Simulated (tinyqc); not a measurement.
Trap density and cross-section from the conductance peak.

Problem. For a continuum of interface traps on an n-type substrate Gp/w peaks at 2 pi f tau = 1.9803 with the height 0.40237 q Dit, and tau = 1/(sn vth Nd exp(psi/Vt)) with psi = ps. Find Dit, tau and sn.

Values chosen for this exercise:
- T = 300 K (temperature)
- Nd = 4.1e17 cm^-3 (donor density)
- ps = -0.161 V (band bending psi)
- vth = 2.3e7 cm/s (thermal velocity)

Constants: q = 1.602176634e-19 C, kB = 1.380649e-23 J/K, Vt = kB T/q. Results are converted to the units shown.

peak Gp/w = 154.72027 nF/cm^2
frequency of the peak = 4.6932300e5 Hz

Answer. The height gives Dit, the position tau, and tau with the surface density gives sn.

Dit = 2.400e12 cm^-2 eV^-1
tau = 6.716e-7 s
sn = 8.000e-17 cm^2

tinyqc, about 0.01 s, one thread, Intel Xeon 2.30GHz (shared host): `OMP_NUM_THREADS=1 python tinyqc.py 2030055 2030056 out.jsonl`
